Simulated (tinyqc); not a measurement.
Which current rules in forward bias: trap-assisted generation and recombination current of an abrupt junction. Computed by tinyqc, a small Python program. Command: `OMP_NUM_THREADS=1 python tinyqc.py 3017693 3017694 out.jsonl junctionleak walk`. One thread of a shared host (Intel(R) Xeon(R) Processor @ 2.30GHz), about 0.01 s of CPU time with the checks.

Depletion approximation, flat quasi-Fermi levels across the depleted layer, long neutral regions with minority lifetimes tau_n and tau_p, full ionisation and Boltzmann statistics. Voltages in exponents stand for e V.

Inputs (values chosen for the exercise, with bands and screening modelled on germanium): gap E_g = 0.664 eV; electron mass m_e = 0.224 m_0; valleys M_c = 4; hole mass m_h = 0.328 m_0; dielectric constant eps = 15.9; acceptor density N_A = 3.4e+16 cm^-3; donor density N_D = 6.2e+18 cm^-3; capture time tau_n = 4.6e-05 s; capture time tau_p = 5e-05 s; trap level E_t - E_i = 0.1 eV; electron diffusion coefficient D_n = 98 cm^2/s; hole diffusion coefficient D_p = 1.9 cm^2/s; temperature T = 350 K; tunnelling mass m_t = 0.1 m_0.

Field enhancement: Hurkx tunnelling factor.

Constants: k_B = 8.617333262e-05 eV/K; m_0 = 9.1093837015e-31 kg; k_B = 1.380649e-23 J/K; h = 6.62607015e-34 J s; e = 1.602176634e-19 C; eps_0 = 8.8541878128e-12 F/m; hbar = 1.054571817e-34 J s.

Method:
- N_c = 2 M_c (2 pi m_e k_B T/h^2)^(3/2) and N_v = 2 (2 pi m_h k_B T/h^2)^(3/2), masses in units of m_0.
- n_i = sqrt(N_c N_v) exp(-E_g/2 k_B T); V_bi = (k_B T/e) ln(N_A N_D/n_i^2); diffusion saturation current J_d0 = e n_i^2 [sqrt(D_n/tau_n)/N_A + sqrt(D_p/tau_p)/N_D].
- W = sqrt(2 eps eps_0 (V_bi - V)(1/N_A + 1/N_D)/e), x_p = W N_D/(N_A + N_D), x_n = W - x_p, peak field F_m = 2 (V_bi - V)/W; reverse bias means V = -V_r.
- Both capture times are divided by 1 + Gamma, Gamma = 2 sqrt(3 pi) (F/F_G) exp((F/F_G)^2), F_G = sqrt(24 m_t (k_B T)^3)/(e hbar) (the low-field Hurkx form), F being the local field, linear in x from 0 at the edges to F_m.
- Potential from the p edge: phi = (V_bi - V) x^2/(x_p W) on the p side and (V_bi - V)[1 - (W - x)^2/(x_n W)] on the n side; p = N_A exp(-phi/k_B T), n = n_i^2 exp(V/k_B T)/p; U = (n p - n_i^2)/[tau_p (n + n_i exp(dE/k_B T)) + tau_n (p + n_i exp(-dE/k_B T))], dE = E_t - E_i, n1 = n_i exp(dE/k_B T), p1 = n_i exp(-dE/k_B T); J_t = e int U dx by the trapezoid rule on 400 intervals on each side.
- J_d = J_d0 (exp(V/k_B T) - 1). Ideality n = (e/k_B T) dV/d ln J, central difference of 1 mV. The rows stop just below the bias where n = 0.1 p or tau_p n = 0.1 tau_n p at the p edge, or the like at the n edge.

k_B T = 0.0301607 eV

n_i = 1.47919e+14 cm^-3

J_d0 = 1.50602e-04 A/cm^2

Forward characteristic:
```
V (V)  J_t (A/cm^2)  J_d (A/cm^2)  ideality of J_t  ideality of the sum
0.05     6.1919e-07    6.3971e-04           0.9278              0.80949
0.08     1.6213e-06    1.9863e-03           1.1238              0.92964
0.11     3.7548e-06    5.6272e-03           1.2397              0.97407
0.14     8.1385e-06    1.5472e-02           1.3314              0.99049
0.16     1.3250e-05    3.0169e-02           1.3902              0.99516
0.19     2.6501e-05    8.1830e-02           1.4816              0.99827
0.22     5.0741e-05    2.2151e-01           1.5857              0.99941
0.25     9.2656e-05    5.9919e-01           1.7317              0.99981
```

What does the comparison show, and why?

Diffusion rules over the whole range. The ideality of J_t alone lies between 0.93 and 1.73; it is near 1 at low bias, where re-emission from a level off midgap limits the rate, and rises once n and p exceed n1 and p1. Caution: one side is doped near or above its effective density of states, so Boltzmann statistics understate V_bi.

Extremes, crossings and ranges named in words are read from the listed rows.
